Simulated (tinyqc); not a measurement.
Worked calculation: exchange-only LDA atom on a uniform radial grid, spin-unpolarised, for Be(2+). Computed by tinyqc, a small Python program that keeps every step. Settings: Z = 4, points = 192, R = 7.6, functional = Slater exchange alone, mixing = 0.2, iteration cap = 67. Command: `OMP_NUM_THREADS=1 python tinyqc.py 25267 25268 out.jsonl` (the two numbers bound the seeds that draw the settings). One thread of a shared host (Intel(R) Xeon(R) Processor @ 2.60GHz), about 0.4 s of CPU time with the checks.

Spherical atom on a uniform radial grid r_j = j h with h = R/(N + 1), h sum u^2 = 1 and integrals as h times sums, u(0) = u(R) = 0 (atomic units):

| parameter | value |
|---|---|
| Z | 4 |
| points N | 192 |
| R | 7.600000 |
| h | 0.039378 |
| mixing | 0.200000 |
| electrons in 1s | 2 |

Three-point differences turn -u''/2 + [l(l+1)/2r^2 - Z/r + V] u = e u into a tridiagonal matrix (diagonal 1/h^2 + potential, off-diagonal -1/2h^2). D = sum f u^2; the Hartree potential y/r solves y'' = -D/r with y(0) = 0, y(R) = N_e; v_xc comes from rho = D/(4 pi r^2); E = sum f e - int D V + int D (V_H/2 + eps_xc); V(new) = V + mixing (V_H + v_xc - V).

Stop when input and output potentials agree to 1e-7.

Course of the cycle (hartree):

| iteration | E | e(1s) | largest \|V(out) - V(in)\| |
|---|---|---|---|
| 1 | -13.0498335 | -7.95099 | 4.88e+00 |
| 2 | -13.1057545 | -7.24131 | 3.80e+00 |
| 3 | -13.1418542 | -6.68729 | 2.96e+00 |
| 4 | -13.1648183 | -6.25446 | 2.30e+00 |
| 5 | -13.1792396 | -5.91607 | 1.79e+00 |
| 6 | -13.1881966 | -5.65134 | 1.39e+00 |
| 7 | -13.1937081 | -5.44410 | 1.08e+00 |
| 8 | -13.1970733 | -5.28178 | 8.35e-01 |
| 9 | -13.1991151 | -5.15456 | 6.48e-01 |
| 10 | -13.2003476 | -5.05481 | 5.02e-01 |
| 11 | -13.2010885 | -4.97656 | 3.90e-01 |
| ... | ... | ... | ... |
| 57 | -13.2021893 | -4.68906 | 7.23e-06 |
| 58 | -13.2021893 | -4.68906 | 5.76e-06 |
| 59 | -13.2021893 | -4.68906 | 4.59e-06 |
| 60 | -13.2021893 | -4.68906 | 3.66e-06 |
| 61 | -13.2021893 | -4.68906 | 2.91e-06 |
| 62 | -13.2021893 | -4.68906 | 2.32e-06 |
| 63 | -13.2021893 | -4.68906 | 1.85e-06 |
| 64 | -13.2021893 | -4.68906 | 1.48e-06 |
| 65 | -13.2021893 | -4.68906 | 1.18e-06 |
| 66 | -13.2021893 | -4.68906 | 9.38e-07 |
| 67 | -13.2021893 | -4.68906 | 7.48e-07 |

Can the last value be used, and what does the course show?

Not by the stop rule, although the second column moves by less than 1e-07 over the last three steps; and the uniform grid itself carries an error of order h^2 at the cusp, far above the threshold. Not converged within 67 iterations: the residual falls steadily but slowly, by a factor of about 0.80 a step. Reruns (cap 100 unless said): mixing 0.3: converged in 48; mixing 0.6: converged in 20; the original settings with a cap of 400: converged in 76. Even converged, this uniform grid resolves the cusp poorly and misses the energy of the atom.
